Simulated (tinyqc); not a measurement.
Character of the line: straight dislocations in isotropic elasticity: fields, energies, partials, Peierls stress and walls. Computed by tinyqc, a small Python program. Command: `OMP_NUM_THREADS=1 python tinyqc.py 3011111 3011112 out.jsonl disloc walk`. One thread of a shared host (Intel(R) Xeon(R) Processor @ 2.30GHz), about 0.01 s of CPU time with the checks.

The line runs along z, the glide plane is y = 0, and beta is the angle between b and the line (0 screw, 90 degrees edge): b_e = b sin(beta) along +x with the extra half plane at y > 0, b_s = b cos(beta). Stress is positive in tension.

Inputs (values chosen for the exercise, modelled on nickel):
```
quantity                       value      unit
shear modulus G                 78.8       GPa
Poisson ratio nu               0.314         -
Burgers vector b               2.492  angstrom
stacking-fault energy gamma      118    mJ/m^2
dislocation density rho      5.8e+12     1/m^2
core radius r0/b                   1         -
```

Character: 60-degree.

Constants: 1 eV/angstrom^3 = 160.2176634 GPa.

Method:
- Energy factor K = G [cos^2(beta) + sin^2(beta)/(1 - nu)].
- E = K b^2/(4 pi) ln(R/r0) with R = 1/(2 sqrt(rho)); tension T = E + d^2E/d(beta)^2 = G b^2 [1 + nu - 3 nu sin^2(beta)]/(4 pi (1 - nu)) ln(R/r0). The core energy is taken into r0.
- Shockley partials have b_p = b/sqrt(3) at the angles beta -/+ 30 degrees; their repulsion balances the fault at d = G b_p^2/(8 pi gamma) (2 - nu)/(1 - nu) [1 - 2 nu cos(2 beta)/(2 - nu)].
- E = K b^2/(4 pi) ln(R/r0); T = G b^2 [1 + nu - 3 nu sin^2(beta)]/(4 pi (1 - nu)) ln(R/r0).

ln(R/r0) = 6.72518

From screw to edge:
```
beta (degrees)  K (GPa)  E (eV/nm)  T (eV/nm)  d (nm)
0                 78.80     16.346     31.310  0.8483
15                81.22     16.847     29.806  0.9157
30                87.82     18.216     25.698  1.1000
45                96.83     20.087     20.087  1.3518
60               105.85     21.957     14.475  1.6036
75               112.45     23.326     10.367  1.7879
90               114.87     23.828      8.864  1.8553
```

The edge costs 1/(1 - nu) = 1.458 times the screw in energy, yet its tension is only (1 - 2 nu)/(1 + nu) = 0.283 of the screw value, so loops under stress are elongated along b. The edge splits 2.19 times as widely, (2 + nu)/(2 - 3 nu), since there the larger, edge parts of the partials repel with the factor 1/(1 - nu) and the small screw parts attract, while in the screw the roles are exchanged.
